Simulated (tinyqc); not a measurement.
Inside a calculation: five-level k.p model folded onto the conduction band. Values are carried at full precision from step to step, so a last printed digit may differ when a step is redone from the rounded ones.

Second-order sums for the lowest conduction level at E: 1/m = 1 + Cm + (Ep/3)(2/E + 1/(E + Dso)) - (Ep2/3)(2/(E7 + D2 - E) + 1/(E7 - E)); g/2 = 1 + Cg - (Ep/3)(1/E - 1/(E + Dso)) - (Ep2/3)(1/(E7 - E) - 1/(E7 + D2 - E)). E is counted from the top of the valence band; E = Eg at the edge.

Constants: hbar^2/2m0 = 3.80998211 eV angstrom^2.

Inputs chosen for the exercise (near those of InSb; not measured data):

| symbol | value | unit | meaning |
|---|---|---|---|
| Eg | 0.244 | eV | gap at Gamma to the s-like level |
| Dso | 0.811 | eV | spin-orbit splitting |
| Ep | 24 | eV | Kane energy |
| E7 | 3.09 | eV | upper Gamma7 conduction level, from the valence top |
| D2 | 0.3 | eV | its spin-orbit splitting, Gamma8 above Gamma7 |
| Ep2 | 5.9 | eV | Kane energy to the upper levels |
| Cm | -1 |  | remote term in 1/m |
| Cg | 0 |  | remote term in g/2 |
| k | 0.008 | 1/angstrom | wave vector along z |

## Mass and g factor term by term

Evaluate at E = Eg.

Terms:

| level | part of 1/m | part of g |
|---|---|---|
| free + remote | 0.0000 | 2.0000 |
| Gamma8 valence | 65.5738 | -65.5738 |
| Gamma7 valence | 7.5829 | 15.1659 |
| Gamma8 upper | -1.2503 | 1.2503 |
| Gamma7 upper | -0.6910 | -1.3821 |

m = 0.0140 m0
g = -48.540

The valence levels give 73.16 to 1/m and the upper levels take 1.94 away. In g the two valence terms nearly cancel when Dso is small against Eg; here Dso/Eg = 3.32 and they leave -50.408, the upper pair -0.132.

## The matrix at one k

For k along z and one spin sector the level c couples to four states. With c0 = hbar^2/2m0, P = sqrt(Ep c0), P2 = sqrt(Ep2 c0): diagonal Eg + (1 + Cm) c0 k^2 for c, and 0, -Dso, E7 + D2, E7 for lh, so, G8 up, G7 up (their own dispersion is left out); couplings of c: sqrt(2/3) P k to lh, sqrt(1/3) P k to so, sqrt(2/3) P2 k to G8 up, sqrt(1/3) P2 k to G7 up (phases chosen real).

Fill in the matrix.

H (eV), lower triangle:
```
             c  lh        so    G8 up    G7 up
c      0.24400
lh     0.06246   0
so     0.04417   0  -0.81100
G8 up  0.03097   0         0  3.39000
G7 up  0.02190   0         0        0  3.09000
```

## Exact folding onto c

Solve E = H_cc + S(E), S(E) = sum_j H_cj^2/(E - H_jj), from E = H_cc, by plain substitution and by Newton steps on E - H_cc - S(E). The weight of c in the state is Z = 1/(1 - dS/dE). The exact level is the third eigenvalue of H from below.

Iterates (eV):

| step | substitution | Newton |
|---|---|---|
| 0 | 0.24400 | 0.24400 |
| 1 | 0.26137 | 0.26027 |
| 2 | 0.26027 | 0.26033 |
| 3 | 0.26033 | 0.26033 |
| 4 | 0.26033 | 0.26033 |
| 5 | 0.26033 | 0.26033 |
| 6 | 0.26033 | 0.26033 |
| 7 | 0.26033 | 0.26033 |

exact level = 0.26033 eV
Z = 0.9439

Substitution multiplies the error by about dS/dE = 1 - 1/Z = -0.059 a step, so it alternates; after 7 steps it is off by 4.5e-11 eV, while Newton is within 1e-5 eV from step 2 on.

## Loewdin series

Expanding E = H_cc + S(E) about Eg in powers of k^2, with s_n = sum_j H_cj^2/(Eg - H_jj)^n: order k^2: e2 = (1 + Cm) c0 k^2 + s1; order k^4: e4 = -s2 e2; order k^6: e6 = s3 e2^2 + s2^2 e2.

Give each order and the partial sums, counted from Eg.

s1 (eV), s2 (no unit), s3 (1/eV); (1 + Cm) c0 k^2 is H_cc - Eg: 0.01737  0.06744  0.27018

e2, e4, e6 (eV): 0.01737  -0.00117  0.00016

partial sums (eV): 0.01737  0.01619  0.01635

The exact value is 0.01633 eV; the errors of the partial sums are +1.03, -0.14 and +0.02 meV.

## Checks

- Curvature of the exact level at small k against the sum for 1/m: both 71.215.

(tinyqc, `OMP_NUM_THREADS=1 python tinyqc.py 1050340 1050341 out.jsonl`, Intel(R) Xeon(R) Processor @ 2.30GHz, 1 thread, shared host, about 0.01 s.)
